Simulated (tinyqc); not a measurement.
Inside a calculation. Method: RKS/B3LYP (VWN-RPA form) in the 6-311g basis, for He, spin multiplicity 1. One step of it, computed by the program tinyqc.

Question. Orthogonalisation. S = U s U^T; symmetric (Loewdin) form X = U s^(-1/2) U^T, so that X^T S X = 1.

overlap S, order 1He 1s, 1He 2s, 1He 3s:
```
[[1.000000, 0.680472, 0.328596],
 [0.680472, 1.000000, 0.751574],
 [0.328596, 0.751574, 1.000000]]
```

Give: eigenvalues of S; X.

Answer.

eigenvalues of S: [0.136, 0.673, 2.191]

X, order 1He 1s, 1He 2s, 1He 3s:
```
[[1.317, -0.646, 0.151],
 [-0.646, 1.855, -0.771],
 [0.151, -0.771, 1.437]]
```
